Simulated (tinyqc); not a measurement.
Inside a calculation. Method: CCSD on RHF in the 6-311g basis, for H2, spin multiplicity 1. Computed by tinyqc, a small Python program that keeps every step (integrals from PySCF). Settings: charge = 0, multiplicity = 1, basis = 6-311g, method = RHF, energy threshold = 1e-10, iteration cap = 75, orthogonalisation = canonical, start = Wolfsberg-Helmholz matrix, DIIS depth = 6, amplitude equations = CCSD, DIIS depth for amplitudes = 0, cap on updates = 50. Command: `OMP_NUM_THREADS=1 python tinyqc.py 30677 30678 out.jsonl` (the two numbers bound the seeds that draw the settings). One thread of a shared host (Intel(R) Xeon(R) Processor @ 2.60GHz), about 0.2 s of CPU time with the checks. The early iterations of the SCF are left out here.

## One-electron integrals

Geometry (angstrom):
```
atom         x         y         z
H     0.000000  0.000000  0.000000
H     0.000000  0.000000  1.084000
```

Basis 6-311g: exponents (1/bohr^2) and contraction coefficients of normalised primitives:
```
element  l (shell)   exponent  coefficient
H            s (1)  33.865000     0.025494
H            s (1)   5.094790     0.190373
H            s (1)   1.158790     0.852161
H            s (2)   0.325840     1.000000
H            s (3)   0.102741     1.000000
```

Overlap, kinetic and nuclear-attraction integrals over the contracted functions; the nuclear repulsion is the sum of Za Zb / Rab.

nuclear repulsion = 0.48817086 hartree

overlap S, order 1H 1s, 1H 2s, 1H 3s, 2H 1s, 2H 2s, 2H 3s:
$$\begin{pmatrix}
1.000000 & 0.706377 & 0.373664 & 0.068166 & 0.238582 & 0.250961 \\
0.706377 & 1.000000 & 0.788963 & 0.238582 & 0.504774 & 0.568470 \\
0.373664 & 0.788963 & 1.000000 & 0.250961 & 0.568470 & 0.806089 \\
0.068166 & 0.238582 & 0.250961 & 1.000000 & 0.706377 & 0.373664 \\
0.238582 & 0.504774 & 0.568470 & 0.706377 & 1.000000 & 0.788963 \\
0.250961 & 0.568470 & 0.806089 & 0.373664 & 0.788963 & 1.000000
\end{pmatrix}$$

kinetic energy T (hartree), order 1H 1s, 1H 2s, 1H 3s, 2H 1s, 2H 2s, 2H 3s:
$$\begin{pmatrix}
2.304348 & 0.549119 & 0.106346 & -0.089209 & 0.050923 & 0.052459 \\
0.549119 & 0.488760 & 0.184881 & 0.050923 & 0.134270 & 0.104103 \\
0.106346 & 0.184881 & 0.154112 & 0.052459 & 0.104103 & 0.106375 \\
-0.089209 & 0.050923 & 0.052459 & 2.304348 & 0.549119 & 0.106346 \\
0.050923 & 0.134270 & 0.104103 & 0.549119 & 0.488760 & 0.184881 \\
0.052459 & 0.104103 & 0.106375 & 0.106346 & 0.184881 & 0.154112
\end{pmatrix}$$

nuclear attraction V (hartree), order 1H 1s, 1H 2s, 1H 3s, 2H 1s, 2H 2s, 2H 3s:
$$\begin{pmatrix}
-2.599264 & -1.405428 & -0.697215 & -0.133517 & -0.470044 & -0.474034 \\
-1.405428 & -1.389626 & -0.945664 & -0.470044 & -0.746859 & -0.716406 \\
-0.697215 & -0.945664 & -0.907345 & -0.474034 & -0.716406 & -0.769013 \\
-0.133517 & -0.470044 & -0.474034 & -2.599264 & -1.405428 & -0.697215 \\
-0.470044 & -0.746859 & -0.716406 & -1.405428 & -1.389626 & -0.945664 \\
-0.474034 & -0.716406 & -0.769013 & -0.697215 & -0.945664 & -0.907345
\end{pmatrix}$$

core Hamiltonian H = T + V (hartree), order 1H 1s, 1H 2s, 1H 3s, 2H 1s, 2H 2s, 2H 3s:
$$\begin{pmatrix}
-0.294915 & -0.856309 & -0.590869 & -0.222726 & -0.419121 & -0.421575 \\
-0.856309 & -0.900866 & -0.760783 & -0.419121 & -0.612588 & -0.612303 \\
-0.590869 & -0.760783 & -0.753234 & -0.421575 & -0.612303 & -0.662638 \\
-0.222726 & -0.419121 & -0.421575 & -0.294915 & -0.856309 & -0.590869 \\
-0.419121 & -0.612588 & -0.612303 & -0.856309 & -0.900866 & -0.760783 \\
-0.421575 & -0.612303 & -0.662638 & -0.590869 & -0.760783 & -0.753234
\end{pmatrix}$$

## Two-electron integrals

Functions are numbered as in S; the eight-fold symmetry (ij|kl) = (ji|kl) = (kl|ij) leaves the list below.

Two-electron integrals (ij|kl) in chemists' order, unique and non-zero (hartree):
```
(11|11) 1.393035   (21|11) 0.822971   (21|21) 0.509703   (22|11) 0.822904
(22|21) 0.543028   (22|22) 0.644106   (31|11) 0.411256   (31|21) 0.257757
(31|22) 0.279868   (31|31) 0.130794   (32|11) 0.543681   (32|21) 0.365771
(32|22) 0.452669   (32|31) 0.189803   (32|32) 0.325140   (33|11) 0.494021
(33|21) 0.340115   (33|22) 0.445993   (33|31) 0.178035   (33|32) 0.331779
(33|33) 0.361682   (41|11) 0.060472   (41|21) 0.039812   (41|22) 0.046561
(41|31) 0.020483   (41|32) 0.032388   (41|33) 0.031342   (41|41) 0.005629
(42|11) 0.143682   (42|21) 0.099357   (42|22) 0.129283   (42|31) 0.052024
(42|32) 0.094661   (42|33) 0.098744   (42|41) 0.015928   (42|42) 0.057201
(43|11) 0.131083   (43|21) 0.091478   (43|22) 0.122449   (43|31) 0.048090
(43|32) 0.091305   (43|33) 0.098322   (43|41) 0.014682   (43|42) 0.057009
(43|43) 0.058876   (44|11) 0.487675   (44|21) 0.343377   (44|22) 0.471018
(44|31) 0.181201   (44|32) 0.355436   (44|33) 0.388224   (44|41) 0.060472
(44|42) 0.260010   (44|43) 0.273902   (44|44) 1.393035   (51|11) 0.260010
(51|21) 0.163350   (51|22) 0.177978   (51|31) 0.082943   (51|32) 0.120839
(51|33) 0.113502   (51|41) 0.015928   (51|42) 0.040930   (51|43) 0.037523
(51|44) 0.143682   (51|51) 0.057201   (52|11) 0.349336   (52|21) 0.235306
(52|22) 0.291592   (52|31) 0.122142   (52|32) 0.209415   (52|33) 0.213409
(52|41) 0.027680   (52|42) 0.087261   (52|43) 0.085217   (52|44) 0.349336
(52|51) 0.087261   (52|52) 0.164116   (53|11) 0.299731   (53|21) 0.206159
(53|22) 0.269105   (53|31) 0.107860   (53|32) 0.199302   (53|33) 0.214721
(53|41) 0.025425   (53|42) 0.088730   (53|43) 0.090694   (53|44) 0.380283
(53|51) 0.077431   (53|52) 0.160691   (53|53) 0.168799   (54|11) 0.343377
(54|21) 0.240986   (54|22) 0.327934   (54|31) 0.126991   (54|32) 0.246948
(54|33) 0.270189   (54|41) 0.039812   (54|42) 0.163350   (54|43) 0.171958
(54|44) 0.822971   (54|51) 0.099357   (54|52) 0.235306   (54|53) 0.256539
(54|54) 0.509703   (55|11) 0.471018   (55|21) 0.327934   (55|22) 0.440234
(55|31) 0.172339   (55|32) 0.330942   (55|33) 0.365055   (55|41) 0.046561
(55|42) 0.177978   (55|43) 0.187221   (55|44) 0.822904   (55|51) 0.129283
(55|52) 0.291592   (55|53) 0.319507   (55|54) 0.543028   (55|55) 0.644106
(61|11) 0.273902   (61|21) 0.171958   (61|22) 0.187221   (61|31) 0.087300
(61|32) 0.127101   (61|33) 0.119378   (61|41) 0.014682   (61|42) 0.037523
(61|43) 0.034607   (61|44) 0.131083   (61|51) 0.057009   (61|52) 0.085217
(61|53) 0.075461   (61|54) 0.091478   (61|55) 0.122449   (61|61) 0.058876
(62|11) 0.380283   (62|21) 0.256539   (62|22) 0.319507   (62|31) 0.133253
(62|32) 0.230299   (62|33) 0.236414   (62|41) 0.025425   (62|42) 0.077431
(62|43) 0.075461   (62|44) 0.299731   (62|51) 0.088730   (62|52) 0.160691
(62|53) 0.156036   (62|54) 0.206159   (62|55) 0.269105   (62|61) 0.090694
(62|62) 0.168799   (63|11) 0.373058   (63|21) 0.257655   (63|22) 0.340799
(63|31) 0.135040   (63|32) 0.255003   (63|33) 0.281404   (63|41) 0.026935
(63|42) 0.090489   (63|43) 0.092216   (63|44) 0.373058   (63|51) 0.090489
(63|52) 0.181471   (63|53) 0.190194   (63|54) 0.257655   (63|55) 0.340799
(63|61) 0.092216   (63|62) 0.190194   (63|63) 0.235014   (64|11) 0.181201
(64|21) 0.126991   (64|22) 0.172339   (64|31) 0.066885   (64|32) 0.129706
(64|33) 0.142040   (64|41) 0.020483   (64|42) 0.082943   (64|43) 0.087300
(64|44) 0.411256   (64|51) 0.052024   (64|52) 0.122142   (64|53) 0.133253
(64|54) 0.257757   (64|55) 0.279868   (64|61) 0.048090   (64|62) 0.107860
(64|63) 0.135040   (64|64) 0.130794   (65|11) 0.355436   (65|21) 0.246948
(65|22) 0.330942   (65|31) 0.129706   (65|32) 0.249201   (65|33) 0.277191
(65|41) 0.032388   (65|42) 0.120839   (65|43) 0.127101   (65|44) 0.543681
(65|51) 0.094661   (65|52) 0.209415   (65|53) 0.230299   (65|54) 0.365771
(65|55) 0.452669   (65|61) 0.091305   (65|62) 0.199302   (65|63) 0.255003
(65|64) 0.189803   (65|65) 0.325140   (66|11) 0.388224   (66|21) 0.270189
(66|22) 0.365055   (66|31) 0.142040   (66|32) 0.277191   (66|33) 0.315792
(66|41) 0.031342   (66|42) 0.113502   (66|43) 0.119378   (66|44) 0.494021
(66|51) 0.098744   (66|52) 0.213409   (66|53) 0.236414   (66|54) 0.340115
(66|55) 0.445993   (66|61) 0.098322   (66|62) 0.214721   (66|63) 0.281404
(66|64) 0.178035   (66|65) 0.331779   (66|66) 0.361682
```

## Orthogonalisation

S = U s U^T; canonical form X = U s^(-1/2), so that X^T S X = 1. Each column of U has its largest component positive (the first on a tie).

eigenvalues of S: [0.052509, 0.131215, 0.292611, 0.731147, 1.275852, 3.516667]

X, order 1H 1s, 1H 2s, 1H 3s, 2H 1s, 2H 2s, 2H 3s:
$$\begin{pmatrix}
0.673303 & -0.926883 & -0.704731 & 0.643219 & 0.509249 & 0.155262 \\
-1.882231 & 1.487346 & 0.752088 & 0.106813 & 0.341120 & 0.239302 \\
2.350767 & -0.859777 & 0.804036 & -0.508643 & 0.127272 & 0.246593 \\
-0.673303 & -0.926883 & 0.704731 & 0.643219 & -0.509249 & 0.155262 \\
1.882231 & 1.487346 & -0.752088 & 0.106813 & -0.341120 & 0.239302 \\
-2.350767 & -0.859777 & -0.804036 & -0.508643 & -0.127272 & 0.246593
\end{pmatrix}$$

## Iteration 6 (converged): orbitals

converged F (hartree), order 1H 1s, 1H 2s, 1H 3s, 2H 1s, 2H 2s, 2H 3s:
$$\begin{pmatrix}
0.695351 & -0.332328 & -0.406196 & -0.297333 & -0.367081 & -0.348852 \\
-0.332328 & -0.257750 & -0.339835 & -0.367081 & -0.396831 & -0.358435 \\
-0.406196 & -0.339835 & -0.256558 & -0.348852 & -0.358435 & -0.283354 \\
-0.297333 & -0.367081 & -0.348852 & 0.695351 & -0.332328 & -0.406196 \\
-0.367081 & -0.396831 & -0.358435 & -0.332328 & -0.257750 & -0.339835 \\
-0.348852 & -0.358435 & -0.283354 & -0.406196 & -0.339835 & -0.256558
\end{pmatrix}$$

Diagonalise F' = X^T F X, C = X C', fill 1 alpha and 1 beta electrons from the bottom; D = 2 C_occ C_occ^T. Each column has its largest component positive (the first on a tie).

F' = X^T F X (hartree):
$$\begin{pmatrix}
1.313241 & 0.000000 & -0.969748 & 0.000000 & 0.341312 & 0.000000 \\
0.000000 & 2.011260 & 0.000000 & -1.046591 & 0.000000 & -0.042482 \\
-0.969748 & 0.000000 & 1.279293 & 0.000000 & -0.648666 & 0.000000 \\
0.000000 & -1.046591 & 0.000000 & 0.982688 & 0.000000 & -0.044097 \\
0.341312 & 0.000000 & -0.648666 & 0.000000 & 0.560621 & 0.000000 \\
0.000000 & -0.042482 & 0.000000 & -0.044097 & 0.000000 & -0.505841
\end{pmatrix}$$

orbital energies (hartree): MO1 -0.510157, MO2 0.107146, MO3 0.335116, MO4 0.527950, MO5 2.518059, MO6 2.663148

coefficients C, order 1H 1s, 1H 2s, 1H 3s, 2H 1s, 2H 2s, 2H 3s:
$$\begin{pmatrix}
0.154329 & 0.111277 & -0.045239 & -0.098376 & -1.089613 & -1.127424 \\
0.305821 & 0.100929 & -0.857295 & -1.267633 & 1.614841 & 1.205152 \\
0.181168 & 1.387426 & 0.901385 & 1.799444 & -1.012832 & -0.461981 \\
0.154329 & -0.111277 & -0.045239 & 0.098376 & 1.089613 & -1.127424 \\
0.305821 & -0.100929 & -0.857295 & 1.267633 & -1.614841 & 1.205152 \\
0.181168 & -1.387426 & 0.901385 & -1.799444 & 1.012832 & -0.461981
\end{pmatrix}$$

D after iteration 6, order 1H 1s, 1H 2s, 1H 3s, 2H 1s, 2H 2s, 2H 3s:
$$\begin{pmatrix}
0.047635 & 0.094394 & 0.055919 & 0.047635 & 0.094394 & 0.055919 \\
0.094394 & 0.187053 & 0.110810 & 0.094394 & 0.187053 & 0.110810 \\
0.055919 & 0.110810 & 0.065643 & 0.055919 & 0.110810 & 0.065643 \\
0.047635 & 0.094394 & 0.055919 & 0.047635 & 0.094394 & 0.055919 \\
0.094394 & 0.187053 & 0.110810 & 0.094394 & 0.187053 & 0.110810 \\
0.055919 & 0.110810 & 0.065643 & 0.055919 & 0.110810 & 0.065643
\end{pmatrix}$$

## Convergence

Stop when the energy changes by less than 1e-10 hartree and every element of the error matrix X^T (F D S - S D F) X is below 3e-06.

Course of the cycle:
```
iteration  E (hartree)     change  largest element of the error matrix
1          -0.69420148          -                             9.24e-01
2          -1.07307920  -3.79e-01                             1.41e-01
3          -1.08096752  -7.89e-03                             5.45e-03
4          -1.08100020  -3.27e-05                             7.32e-04
5          -1.08100082  -6.24e-07                             1.87e-06
6          -1.08100082  -2.01e-12                             8.08e-07
```

PySCF RHF in the same basis = -1.08100082 hartree

Converged in 6 iterations.

## Integrals over molecular orbitals

(pq|rs) = sum C_ip C_jq C_kr C_ls (ij|kl), one index at a time.

one-electron integrals over orbitals h = C^T H C (hartree):
$$\begin{pmatrix}
-1.059015 & 0.000000 & 0.115592 & 0.000000 & 0.000000 & 0.052978 \\
0.000000 & -0.563803 & 0.000000 & 0.201762 & 0.032238 & 0.000000 \\
0.115592 & 0.000000 & -0.316032 & 0.000000 & 0.000000 & -0.128067 \\
0.000000 & 0.201762 & 0.000000 & -0.258010 & -0.187882 & 0.000000 \\
0.000000 & 0.032238 & 0.000000 & -0.187882 & 1.440315 & 0.000000 \\
0.052978 & 0.000000 & -0.128067 & 0.000000 & 0.000000 & 1.563822
\end{pmatrix}$$

Two-electron integrals over orbitals (pq|rs), unique and non-zero (hartree):
```
(11|11) 0.548858    (21|21) 0.082408    (22|11) 0.376679    (22|22) 0.324822
(31|11) -0.115592   (31|22) -0.044631   (31|31) 0.053375    (32|21) 0.007737
(32|32) 0.027262    (33|11) 0.352262    (33|22) 0.284390    (33|31) -0.040090
(33|33) 0.280734    (41|21) -0.076715   (41|32) 0.014833    (41|41) 0.090919
(42|11) -0.139239   (42|22) -0.066173   (42|31) 0.051015    (42|33) -0.053720
(42|42) 0.068466    (43|21) 0.057875    (43|32) 0.010799    (43|41) -0.051436
(43|43) 0.047710    (44|11) 0.438440    (44|22) 0.337224    (44|31) -0.078294
(44|33) 0.302721    (44|42) -0.099139   (44|44) 0.379732    (51|21) -0.028301
(51|32) 0.021251    (51|41) 0.050021    (51|43) -0.027330   (51|51) 0.068718
(52|11) -0.030270   (52|22) 0.002289    (52|31) 0.025578    (52|33) -0.007484
(52|42) 0.016215    (52|44) -0.022783   (52|52) 0.032692    (53|21) 0.035565
(53|32) -0.011197   (53|41) -0.046283   (53|43) 0.024900    (53|51) -0.039673
(53|53) 0.031040    (54|11) 0.118951    (54|22) 0.045468    (54|31) -0.055297
(54|33) 0.046252    (54|42) -0.055265   (54|44) 0.085711    (54|52) -0.042715
(54|54) 0.080360    (55|11) 0.573232    (55|22) 0.393505    (55|31) -0.135389
(55|33) 0.357563    (55|42) -0.160380   (55|44) 0.473012    (55|52) -0.066617
(55|54) 0.177057    (55|55) 0.695417    (61|11) -0.052978   (61|22) -0.021182
(61|31) 0.034715    (61|33) -0.016992   (61|42) 0.033084    (61|44) -0.050718
(61|52) 0.039521    (61|54) -0.063107   (61|55) -0.122132   (61|61) 0.066879
(62|21) -0.017898   (62|32) 0.010088    (62|41) 0.028852    (62|43) -0.018413
(62|51) 0.040087    (62|53) -0.021948   (62|62) 0.025607    (63|11) 0.081391
(63|22) 0.040926    (63|31) -0.033171   (63|33) 0.031195    (63|42) -0.038351
(63|44) 0.062792    (63|52) -0.020928   (63|54) 0.046984    (63|55) 0.119413
(63|61) -0.037679   (63|63) 0.031788    (64|21) 0.037876    (64|32) -0.021066
(64|41) -0.057257   (64|43) 0.028768    (64|51) -0.061828   (64|53) 0.040658
(64|62) -0.037332   (64|64) 0.063241    (65|21) 0.125261    (65|32) -0.017307
(65|41) -0.144145   (65|43) 0.093148    (65|51) -0.115340   (65|53) 0.090569
(65|62) -0.069529   (65|64) 0.121721    (65|65) 0.298108    (66|11) 0.583102
(66|22) 0.389709    (66|31) -0.137466   (66|33) 0.361995    (66|42) -0.163917
(66|44) 0.474613    (66|52) -0.069398   (66|54) 0.179440    (66|55) 0.695683
(66|61) -0.116189   (66|63) 0.117995    (66|66) 0.707281
```

## CCSD: starting amplitudes

t_ij^ab = <ij||ab> / (e_i + e_j - e_a - e_b), whose energy is MP2.

Starting amplitudes (spin orbitals 1a, 1b, ...; amplitudes related by a flip of all spins are not repeated):
```
from      to          t
1a 1b  2a 2b  -0.066749
1a 1b  2a 4b   0.046342
1a 1b  4a 4b  -0.043791
1a 1b  3a 3b  -0.031573
1a 1b  4a 5b  -0.012301
1a 1b  5a 5b  -0.011346
1a 1b  6a 6b  -0.010538
1a 1b  3a 6b  -0.008639
1a 1b  2a 5b   0.007763
```

correlation energy = -0.02203191 hartree

## CCSD: amplitude update 1

t_i^a D_i^a and t_ij^ab D_ij^ab are set to the remaining terms of the spin-orbital equations, evaluated with the old amplitudes; for the doubles these are <ij||ab> + 1/2 <ab||ef> t_ij^ef + 1/2 <mn||ij> t_mn^ab + P(ij)P(ab) <mb||ej> t_im^ae + terms in t^2 + terms with t1, D the orbital-energy denominators.

Amplitudes after update 1 (spin orbitals 1a, 1b, ...; amplitudes related by a flip of all spins are not repeated):
```
from      to          t
1a 1b  2a 2b  -0.097376
1a 1b  2a 4b   0.067692
1a 1b  4a 4b  -0.058348
1a 1b  3a 3b  -0.038388
1a 1b  4a 5b  -0.014085
1a 1b  5a 5b  -0.010434
1a 1b  2a 5b   0.010434
1a 1b  6a 6b  -0.009510
1a 1b  3a 6b  -0.009438
1a        3a  -0.005787
1a        6a  -0.004459
```

correlation energy = -0.02976748 hartree

## CCSD: amplitude update 2

As before.

Amplitudes after update 2 (spin orbitals 1a, 1b, ...; amplitudes related by a flip of all spins are not repeated):
```
from      to          t
1a 1b  2a 2b  -0.111759
1a 1b  2a 4b   0.077642
1a 1b  4a 4b  -0.064043
1a 1b  3a 3b  -0.039138
1a 1b  4a 5b  -0.014677
1a 1b  2a 5b   0.012062
1a 1b  5a 5b  -0.009843
1a        3a  -0.009405
1a 1b  3a 6b  -0.009375
1a 1b  6a 6b  -0.008896
1a        6a  -0.006240
```

correlation energy = -0.03309623 hartree

## CCSD: amplitude update 3

As before.

Amplitudes after update 3 (spin orbitals 1a, 1b, ...; amplitudes related by a flip of all spins are not repeated):
```
from      to          t
1a 1b  2a 2b  -0.118533
1a 1b  2a 4b   0.082233
1a 1b  4a 4b  -0.066411
1a 1b  3a 3b  -0.038750
1a 1b  4a 5b  -0.014917
1a 1b  2a 5b   0.012931
1a        3a  -0.011431
1a 1b  5a 5b  -0.009587
1a 1b  3a 6b  -0.009221
1a 1b  6a 6b  -0.008628
1a        6a  -0.006971
```

correlation energy = -0.03457592 hartree

## CCSD: convergence

E_corr = 1/4 sum <ij||ab> t_ij^ab + 1/2 sum <ij||ab> t_i^a t_j^b; stop when the norm of the change is below 1e-8.

Course of the amplitude iterations:
```
update  correlation energy (hartree)  norm of the change
0                        -0.02203191                   -
1                        -0.02976748            9.29e-02
2                        -0.03309623            4.26e-02
3                        -0.03457592            1.98e-02
4                        -0.03524594            9.26e-03
5                        -0.03555345            4.35e-03
6                        -0.03569592            2.05e-03
7                        -0.03576236            9.64e-04
8                        -0.03579348            4.54e-04
9                        -0.03580809            2.14e-04
10                       -0.03581497            1.01e-04
11                       -0.03581822            4.77e-05
12                       -0.03581974            2.25e-05
13                       -0.03582047            1.06e-05
14                       -0.03582081            5.02e-06
15                       -0.03582097            2.37e-06
16                       -0.03582104            1.12e-06
17                       -0.03582108            5.29e-07
18                       -0.03582110            2.50e-07
19                       -0.03582110            1.18e-07
20                       -0.03582111            5.58e-08
21                       -0.03582111            2.64e-08
22                       -0.03582111            1.25e-08
23                       -0.03582111            5.90e-09
```

Converged amplitudes (spin orbitals 1a, 1b, ...; amplitudes related by a flip of all spins are not repeated):
```
from      to          t
1a 1b  2a 2b  -0.124536
1a 1b  2a 4b   0.086207
1a 1b  4a 4b  -0.068310
1a 1b  3a 3b  -0.037781
1a 1b  4a 5b  -0.015125
1a 1b  2a 5b   0.013767
1a        3a  -0.013576
1a 1b  5a 5b  -0.009405
1a 1b  3a 6b  -0.008977
1a 1b  6a 6b  -0.008420
1a        6a  -0.007550
```

CCSD total energy = -1.11682193 hartree

T1 diagnostic, norm of the one-spin t1 over sqrt(correlated electrons) = 0.010984

Converged in 23 updates.
